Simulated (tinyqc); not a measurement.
Worked calculation (part 2 of 2): RKS/LDA (VWN5) in the sto-6g basis, for BeH2, spin multiplicity 1. Computed by tinyqc, a small Python program that keeps every step (integrals from PySCF). Command: `OMP_NUM_THREADS=1 python tinyqc.py 25058 25059 out.jsonl` (the two numbers bound the seeds that draw the settings). One thread of a shared host (Intel(R) Xeon(R) Processor @ 2.60GHz), about 0.4 s of CPU time with the checks.

Geometry (angstrom):
```
atom         x          y         z
Be    0.000000   0.000000  0.000000
H     0.000000   1.579000  0.000000
H     0.000000  -1.579000  0.000000
```

## Iteration 29 (converged): orbitals

converged F (hartree), lower triangle:
```
            1Be 1s     1Be 2s   1Be 2px    1Be 2py   1Be 2pz      2H 1s      3H 1s
1Be 1s   -3.683249
1Be 2s   -1.060373  -0.461246
1Be 2px   0.000000   0.000000  0.007878
1Be 2py   0.000000   0.000000  0.000000  -0.074296
1Be 2pz   0.000000   0.000000  0.000000   0.000000  0.007878
2H 1s    -0.178235  -0.202414  0.000000  -0.171210  0.000000  -0.134559
3H 1s    -0.178235  -0.202414  0.000000   0.171210  0.000000  -0.017227  -0.134559
```

X:
```
                 1          2          3         4         5         6          7
1Be 1s    0.000000  -0.396280   0.919332  0.000000  0.000000  0.274638   0.000000
1Be 2s    0.000000   1.081268  -0.054166  0.000000  0.000000  0.541652   0.000000
1Be 2px   0.000000   0.000000   0.000000  0.000000  1.000000  0.000000   0.000000
1Be 2py   1.179418   0.000000   0.000000  0.000000  0.000000  0.000000   0.557570
1Be 2pz   0.000000   0.000000   0.000000  1.000000  0.000000  0.000000   0.000000
2H 1s    -0.844700  -0.672182  -0.314559  0.000000  0.000000  0.354694   0.389255
3H 1s     0.844700  -0.672182  -0.314559  0.000000  0.000000  0.354694  -0.389255
```

Diagonalise F' = X^T F X, C = X C', fill 3 alpha and 3 beta electrons from the bottom; D = 2 C_occ C_occ^T. Each column has its largest component positive (the first on a tie).

F' = X^T F X (hartree), lower triangle:
```
          1         2          3         4         5          6          7
1  0.411490
2  0.000000  0.052433
3  0.000000  0.526663  -2.846387
4  0.000000  0.000000   0.000000  0.007878
5  0.000000  0.000000   0.000000  0.000000  0.007878
6  0.000000  0.223864  -1.403493  0.000000  0.000000  -0.991805
7  0.032371  0.000000   0.000000  0.000000  0.000000   0.000000  -0.207290
```

orbital energies (hartree): MO1 -3.688094, MO2 -0.243900, MO3 -0.208979, MO4 0.007878, MO5 0.007878, MO6 0.146234, MO7 0.413179

coefficients C:
```
               MO1        MO2        MO3        MO4       MO5        MO6        MO7
1Be 1s    0.989155  -0.223089   0.000000   0.000000  0.000000  -0.222348   0.000000
1Be 2s    0.042449   0.645464   0.000000   0.000000  0.000000   1.023247   0.000000
1Be 2px   0.000000   0.000000   0.000000  -0.018957  0.999820   0.000000   0.000000
1Be 2py   0.000000   0.000000   0.495365   0.000000  0.000000   0.000000   1.206865
1Be 2pz   0.000000   0.000000   0.000000   0.999820  0.018957   0.000000   0.000000
2H 1s    -0.007568   0.366129   0.432736   0.000000  0.000000  -0.736529  -0.823272
3H 1s    -0.007568   0.366129  -0.432736   0.000000  0.000000  -0.736529   0.823272
```

D after iteration 29, lower triangle:
```
            1Be 1s    1Be 2s   1Be 2px    1Be 2py   1Be 2pz      2H 1s     3H 1s
1Be 1s    2.056394
1Be 2s   -0.204015  0.836851
1Be 2px   0.000000  0.000000  0.000000
1Be 2py   0.000000  0.000000  0.000000   0.490772
1Be 2pz   0.000000  0.000000  0.000000   0.000000  0.000000
2H 1s    -0.178330  0.472004  0.000000   0.428724  0.000000   0.642736
3H 1s    -0.178330  0.472004  0.000000  -0.428724  0.000000  -0.106305  0.642736
```

Within a degenerate level the vectors are fixed only up to a rotation; this is one choice.

## Convergence

Stop when the energy changes by less than 1e-08 hartree and every element of the error matrix X^T (F D S - S D F) X is below 3e-05.

Course of the cycle:
```
iteration   E (hartree)     change  largest element of the error matrix
1          -14.84442383          -                             7.53e-01
2          -15.40401728  -5.60e-01                             4.42e-01
3          -15.49915667  -9.51e-02                             2.86e-01
4          -15.53934644  -4.02e-02                             1.83e-01
5          -15.55785252  -1.85e-02                             1.13e-01
6          -15.56475628  -6.90e-03                             7.34e-02
7          -15.56803205  -3.28e-03                             4.71e-02
8          -15.56950303  -1.47e-03                             3.10e-02
9          -15.57018570  -6.83e-04                             2.19e-02
10         -15.57050941  -3.24e-04                             1.55e-02
11         -15.57066528  -1.56e-04                             1.10e-02
12         -15.57074111  -7.58e-05                             7.80e-03
13         -15.57077847  -3.74e-05                             5.56e-03
14         -15.57079700  -1.85e-05                             3.96e-03
15         -15.57080627  -9.27e-06                             2.83e-03
16         -15.57081093  -4.66e-06                             2.02e-03
17         -15.57081328  -2.35e-06                             1.44e-03
18         -15.57081448  -1.19e-06                             1.03e-03
19         -15.57081508  -6.08e-07                             7.40e-04
20         -15.57081539  -3.10e-07                             5.30e-04
21         -15.57081555  -1.59e-07                             3.80e-04
22         -15.57081563  -8.13e-08                             2.73e-04
23         -15.57081568  -4.17e-08                             1.96e-04
24         -15.57081570  -2.15e-08                             1.41e-04
25         -15.57081571  -1.10e-08                             1.01e-04
26         -15.57081571  -5.68e-09                             7.25e-05
27         -15.57081572  -2.93e-09                             5.21e-05
28         -15.57081572  -1.51e-09                             3.74e-05
29         -15.57081572  -7.79e-10                             2.69e-05
```

PySCF RKS in the same basis, fine grid = -15.57152491 hartree

Converged in 29 iterations. The coarse grid moves the energy by +7.09e-04 hartree.

## Populations, bond orders and dipole

overlap S, lower triangle:
```
           1Be 1s    1Be 2s   1Be 2px    1Be 2py   1Be 2pz     2H 1s     3H 1s
1Be 1s   1.000000
1Be 2s   0.254764  1.000000
1Be 2px  0.000000  0.000000  1.000000
1Be 2py  0.000000  0.000000  0.000000   1.000000
1Be 2pz  0.000000  0.000000  0.000000   0.000000  1.000000
2H 1s    0.042329  0.368502  0.000000   0.450395  0.000000  1.000000
3H 1s    0.042329  0.368502  0.000000  -0.450395  0.000000  0.016279  1.000000
```

Mulliken: Z minus the diagonal of D S on the atom; Loewdin: the same with S^(1/2) D S^(1/2); Mayer order: 2 sum_s sum (D(s) S)_ij (D(s) S)_ji over the two atoms.

Charges (e):
```
atom   Mulliken    Loewdin
1Be    0.000972   0.000813
2H    -0.000486  -0.000406
3H    -0.000486  -0.000406
```

Mayer bond orders:
```
pair     order
2-1   0.984981
3-1   0.984981
3-2   0.015019
```

dipole moment about the origin, x y z (debye): 0.000000  0.000000  0.000000
